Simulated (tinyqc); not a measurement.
Worked calculation: sp3 tight binding, zinc-blende lattice. Computed by tinyqc, a small Python program that keeps every step. Command: `OMP_NUM_THREADS=1 python tinyqc.py 30787 30788 out.jsonl` (the two numbers bound the seeds that draw the settings). One thread of a shared host (Intel(R) Xeon(R) Processor @ 2.60GHz), about 0.01 s of CPU time with the checks.

## Bloch Hamiltonian at k

Parameters chosen for this model: zinc-blende lattice, anion at 0, cation at a/4 (1,1,1); V = eta hbar^2 / (m d^2), hbar^2/m = 7.619964 eV angstrom^2:
```
parameter          value      unit
a               4.080000  angstrom
d               1.766692  angstrom
Es anion      -14.360000        eV
Ep anion       -6.610000        eV
Es cation     -14.360000        eV
Ep cation      -6.610000        eV
eta ss         -1.410000
eta sp          1.430000
eta pp sigma    2.430000
eta pp pi      -0.570000
V ss           -3.442314        eV
V sp            3.491141        eV
V pp sigma      5.932498        eV
V pp pi        -1.391574        eV
```

k point k (2 pi / a): 0.340000  -0.300000  0.520000

Slater-Koster rules over the four bonds with direction cosines (l, m, n): ss V_ss; s-px l V_sp; px-s -l V_sp; px-px l^2 V_pps + (1 - l^2) V_ppp; px-py l m (V_pps - V_ppp); each times exp(i k.d).

H(k) at k (eV), lower triangle (Hermitian):
```
                      a s                 a px                a py                 a pz
a s            -14.360000
a px             0.000000            -6.610000
a py             0.000000             0.000000           -6.610000
a pz             0.000000             0.000000            0.000000            -6.610000
c s   -7.228824+2.319632i  -2.296653+2.503249i  2.665690-2.156700i  -1.275469+4.507435i
c px   2.296653-2.503249i   2.204535-0.707406i  1.544879-5.459515i  -3.228748+2.612248i
c py  -2.665690+2.156700i   1.544879-5.459515i  2.204535-0.707406i   2.781762-3.031996i
c pz   1.275469-4.507435i  -3.228748+2.612248i  2.781762-3.031996i   2.204535-0.707406i

             c s       c px       c py       c pz
c s   -14.360000
c px    0.000000  -6.610000
c py    0.000000   0.000000  -6.610000
c pz    0.000000   0.000000   0.000000  -6.610000
```

## Levels at k

Diagonalise the Hermitian matrix.

eigenvalues (eV): -23.989561  -17.426940  -13.867547  -13.484882  -2.676908  -0.287575  0.616778  2.736634

weights |c|^2 of the basis functions:
```
        band 1    band 2    band 3    band 4    band 5    band 6    band 7    band 8
a s   0.453740  0.135065  0.002711  0.020573  0.336257  0.015431  0.000349  0.035874
a px  0.010617  0.130124  0.196683  0.137315  0.038880  0.057703  0.264598  0.164079
a py  0.008780  0.136130  0.288761  0.034336  0.055390  0.072028  0.234826  0.169749
a pz  0.026863  0.098681  0.011845  0.307776  0.069473  0.354838  0.000227  0.130299
c s   0.453740  0.135065  0.002711  0.020573  0.336257  0.015431  0.000349  0.035874
c px  0.010617  0.130124  0.196683  0.137315  0.038880  0.057703  0.264598  0.164079
c py  0.008780  0.136130  0.288761  0.034336  0.055390  0.072028  0.234826  0.169749
c pz  0.026863  0.098681  0.011845  0.307776  0.069473  0.354838  0.000227  0.130299
```

## Bloch Hamiltonian at X

k point X (2 pi / a): 1  0  0

As before.

H(k) at X (eV), lower triangle (Hermitian):
```
                     a s                a px                a py                a pz
a s           -14.360000
a px            0.000000           -6.610000
a py            0.000000            0.000000           -6.610000
a pz            0.000000            0.000000            0.000000           -6.610000
c s             0.000000  0.000000+8.062444i            0.000000            0.000000
c px  0.000000-8.062444i            0.000000            0.000000            0.000000
c py            0.000000            0.000000            0.000000  0.000000-9.765429i
c pz            0.000000            0.000000  0.000000-9.765429i            0.000000

             c s       c px       c py       c pz
c s   -14.360000
c px    0.000000  -6.610000
c py    0.000000   0.000000  -6.610000
c pz    0.000000   0.000000   0.000000  -6.610000
```

## Levels at X

As before.

eigenvalues (eV): -19.430313  -19.430313  -16.375429  -16.375429  -1.539687  -1.539687  3.155429  3.155429

## Bands along a path

The same steps at evenly spaced points between the labelled ones.

Bands along the path (eV):
```
k             band 1      band 2      band 3      band 4     band 5     band 6     band 7     band 8
L         -23.250378  -18.641821  -13.592282  -13.592282  -3.109414   0.372282   0.372282   3.061612
L-G 0.25  -24.420911  -17.252959  -13.257925  -13.257925  -2.788288   0.037925   0.037925   2.522158
L-G 0.50  -26.268839  -14.669730  -12.371293  -12.371293  -2.072690  -0.848707  -0.848707   1.071259
L-G 0.75  -27.634942  -12.090424  -11.320635  -11.320635  -1.899365  -1.899365  -1.774801  -0.439833
G         -28.129254  -10.809134  -10.809134  -10.809134  -2.410866  -2.410866  -2.410866  -0.590746
G-X 0.25  -27.465983  -11.996664  -11.996664  -11.458888  -2.345655  -1.223336  -1.223336  -0.669474
G-X 0.50  -25.577907  -14.126526  -14.126526  -13.317634  -2.159190  -0.885269   0.906526   0.906526
G-X 0.75  -22.754794  -16.115366  -15.774070  -15.774070  -1.877533  -1.192308   2.554070   2.554070
X         -19.430313  -19.430313  -16.375429  -16.375429  -1.539687  -1.539687   3.155429   3.155429
X-W 0.25  -19.430313  -19.430313  -16.375429  -16.375429  -1.539687  -1.539687   3.155429   3.155429
X-W 0.50  -19.430313  -19.430313  -16.375429  -16.375429  -1.539687  -1.539687   3.155429   3.155429
X-W 0.75  -19.430313  -19.430313  -16.375429  -16.375429  -1.539687  -1.539687   3.155429   3.155429
W         -19.430313  -19.430313  -16.375429  -16.375429  -1.539687  -1.539687   3.155429   3.155429
```

With 4 band(s) filled, the highest filled level on these points lies at G and the lowest empty one at L: a gap of 7.6997 eV, indirect.
